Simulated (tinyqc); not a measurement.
Worked calculation: rapid thermal processing of a wafer: radiative balance, ramp and cooling, pattern effects, pyrometer error and spike budget. Computed by tinyqc, a small Python program that keeps every step. Command: `OMP_NUM_THREADS=1 python tinyqc.py 3111496 3111497 out.jsonl rtp walk`. One thread of a shared host (Intel(R) Xeon(R) Processor @ 2.30GHz), about 0.04 s of CPU time with the checks. Intermediate numbers are printed to about 6 digits and carried at full precision; extremes and crossings named in words are read from the listed rows.

The wafer is opaque and uniform through its thickness unless said otherwise; temperatures in formulas are in kelvin (C + 273.15). sigma = 5.670374419e-12 W/(cm^2 K^4).

Inputs (values chosen for the exercise, modelled on a hot silicon wafer):
```
quantity                                              value         unit
wafer thickness d                                       525   micrometre
heat capacity per volume C                              2.3   J/(cm^3 K)
thermal conductivity k                                 0.28     W/(cm K)
emissivity eps of each face                            0.59            -
reflectivity of the chamber walls r                    0.69            -
gas heat-transfer coefficient h, both faces together   0.96  mW/(cm^2 K)
wall temperature T_w                                    350            K
process temperature                                     805            C
starting temperature                                    500            C
ramp rate                                               240          K/s
relative change of absorptivity over a pattern          3.5            %
period of the pattern                                   2.7           mm
pyrometer wavelength                                    2.3   micrometre
error of the assumed emissivity                         1.7            %
activation energy of the process E_a                   3.66           eV
```

Constants: k_B = 8.617333262e-05 eV/K; h = 6.62607015e-34 J s; c = 299792458 m/s; k_B = 1.380649e-23 J/K.

## Power to hold and to ramp

Effective emissivity between parallel grey plates: eps_eff = 1/(1/eps + 1/(1 - r) - 1). Loss per area q(T) = 2 eps_eff sigma (T^4 - T_w^4) + h (T - T_w). Absorbed power during a ramp = q(T) + C d x ramp rate; thermal time constant tau = C d/(dq/dT), dq/dT = 8 eps_eff sigma T^3 + h; natural cooling rate q/(C d); front-to-back difference under one-sided heating at the end of the ramp = (absorbed power) d/(2 k).

eps_eff = 0.255055

holding power q = 4.56396 W/cm^2

power at the end of the ramp = 33.5440 W/cm^2

dq/dT = 15.4602 mW/(cm^2 K)

time constant tau = 7.81039 s

natural cooling rate = 37.7968 K/s

front-to-back difference = 3.14475 K

Radiation carries 85 % of the loss. The ramp needs 7.3 times the holding power.

## Cooling curve

Cooling with the lamps off: C d dT/dt = -q(T), integrated adaptively (relative tolerance 1e-10).

Lamps off at t = 0:
```
t (s)    T (C)  cooling rate (K/s)
0.78   776.909             34.3297
1.60   750.057             31.2495
3.10   706.726             26.7320
5.50   649.210             21.5287
7.80   603.954             18.0085
12.00  538.124             13.6845
20.00  449.047              9.1161
31.00  367.904              5.9999
```

The rate falls from 37.8 K/s at t = 0 to 6.00 K/s in the last row.

## Thermal budget of a spike

Spike anneal: linear ramp to the peak, then lamps off. Equivalent time at the peak = int exp(-(E_a/k_B)(1/T - 1/T_peak)) dt; estimate (k_B T^2/E_a)(1/ramp rate + 1/cooling rate). The ramp part uses 4000 trapezoid steps, the cooling part 4000 steps over 4 tau. Time within 50 K of the peak from the same curves.

equivalent time, ramp = 0.108647 s

equivalent time, cooling = 0.754680 s

equivalent time, total = 0.863327 s

estimate = 0.838130 s

time within 50 K of the peak = 1.65152 s

Cooling supplies 87 % of the budget.

## What a faster ramp buys

The formulas are those given above.

Against the ramp rate:
```
ramp (K/s)  ramp part (s)  cooling part (s)  total (s)  power at the peak (W/cm^2)
10                2.60752          0.754680    3.36220                       5.771
25                1.04301          0.754680    1.79769                       7.583
50                0.52150          0.754680    1.27619                      10.601
100               0.26075          0.754680    1.01543                      16.639
250               0.10430          0.754680    0.85898                      34.751
500               0.05215          0.754680    0.80683                      64.939
1000              0.02608          0.754680    0.78076                     125.314
```

From 10 to 100 K/s the total falls by a factor 3.3, from 100 to 1000 K/s by 1.30: the cooling part, 0.755 s, is a floor, and the natural cooling rate here is 37.8 K/s.

## Pattern effect

At steady state a sinusoidal change of absorbed power of relative amplitude a and period p gives the temperature amplitude a q/(dq/dT + k d (2 pi/p)^2); healing length l = sqrt(k d/(dq/dT)); process change = E_a dT/(k_B T^2). Emissivity is taken as unchanged.

healing length l = 9.75105 mm

amplitude without lateral conduction = 10.3323 K

amplitude = 0.0200271 K

change of the process rate = 0.0731758 %

Lateral conduction cuts the amplitude to 0.19 %, since p/(2 pi l) = 0.044.

## Pyrometer error

Signal proportional to eps/(exp(c2/(lambda T)) - 1), c2 = h c/k_B. If the assumed emissivity is too high by the given error, the reading T' solves (1 + error)/(exp(c2/(lambda T')) - 1) = 1/(exp(c2/(lambda T)) - 1). Wien estimate: T' - T = -lambda T^2 ln(1 + error)/c2. Process rates go as exp(-E_a/(k_B T)).

c2 = 14387.8 micrometre K

c2/(lambda T) = 5.80212

reading less true temperature = -3.11399 K

Wien estimate = -3.13239 K

rate at T over rate at T', less 1 = 12.0875 %

Caution: below about 600 C lightly doped silicon is partly transparent at this wavelength, so its emissivity is not yet the hot value early in the ramp.

Checks made by the program: cooling time against quadrature of C d dT/q (relative difference 3e-08).
